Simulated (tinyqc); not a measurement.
Changing the temperature T: order-disorder in a binary alloy on two sublattices: Bragg-Williams and pair (quasi-chemical) approximations. Computed by tinyqc, a small Python program. Command: `OMP_NUM_THREADS=1 python tinyqc.py 3020553 3020554 out.jsonl order sweep`. One thread of a shared host (Intel(R) Xeon(R) Processor @ 2.30GHz), about 0.01 s of CPU time with the checks.

All z = 4 neighbours of a site lie on the other sublattice. B fills the sublattices with x + eta/2 and x - eta/2; energies are per site, from the pure components: u = -z w y with y the probability of an A-B bond taken in one order.

Inputs (values chosen for the exercise, for a model alloy): ordering energy w = (e_AA + e_BB)/2 - e_AB = 50.2 meV; fraction x of B = 0.5.

Lattice: square (z = 4). Method: plain iteration, 400 steps.

scattering factors f_A, f_B (electrons): 21  73

Constants: k_B = 8.617333262e-05 eV/K.

Method:
- Bragg-Williams: u = -z w [x (1 - x) + eta^2/4]; minimising f gives ln[a (1 - b)/(b (1 - a))] = 2 z w eta/(k_B T) =: ln Q, a = x + eta/2, b = x - eta/2. For given Q this is a quadratic for eta, (Q - 1) eta^2/4 - (Q + 1) eta/2 + (Q - 1) x (1 - x) = 0, smaller root: the map eta -> phi(eta).
- Plain iteration eta = phi(eta), 400 steps at most; start at 0.999 times 2x; stop when |phi - eta| < 1e-10.
- a = x + eta/2, b = x - eta/2; u = -z w [x (1 - x) + eta^2/4]; s/k_B = [s2(a) + s2(b)]/2, s2(c) = -c ln c - (1 - c) ln(1 - c); gain on ordering = f(eta) - f(0), f = u - T s. Superlattice over fundamental intensity = [eta (f_B - f_A)/2]^2/[(1 - x) f_A + x f_B]^2.

One run for each value; columns: (1) temperature T (K); (2) order parameter eta; (3) B fraction on the A sublattice; (4) entropy s (k_B/site); (5) gain on ordering (meV/site); (6) intensity ratio:
```
(1)       (2)      (3)      (4)          (5)      (6)
462   0.98627  0.00686  0.04104  -2.2869e+01  0.29768
546   0.96844  0.01578  0.08113  -1.8285e+01  0.28701
629   0.94046  0.02977  0.13394  -1.4090e+01  0.27066
713   0.89957  0.05021  0.19915  -1.0271e+01  0.24764
796   0.84421  0.07789  0.27359  -6.9985e+00  0.21810
880   0.76923  0.11539  0.35763  -4.2608e+00  0.18108
963   0.66977  0.16511  0.44805  -2.1804e+00  0.13728
1050  0.52250  0.23875  0.54963  -7.1963e-01  0.08355
1130  0.29696  0.35152  0.64838  -6.7900e-02  0.02699
```

Describe and explain the trends.

Over the rows, order parameter eta falls from 0.986 to 0.297 (exponent d ln y / d ln x -0.11 between the first rows and -7.7 between the last); B fraction on the A sublattice rises from 0.00686 to 0.352 (exponent d ln y / d ln x 5.0 between the first rows and 5.3 between the last); entropy s (k_B/site) rises from 0.0410 to 0.648 (exponent d ln y / d ln x 4.1 between the first rows and 2.3 between the last). Near T_c mean-field theory gives eta^2 linear in T_c - T; from the last two rows eta^2 extrapolates to zero at 1168 K, against T_c = 1165 K.

Caution (rows 713, 796, 880, 963, 1050, 1130): T is near or above the T_c of the better pair approximation, so the true long-range order is lower than Bragg-Williams gives.
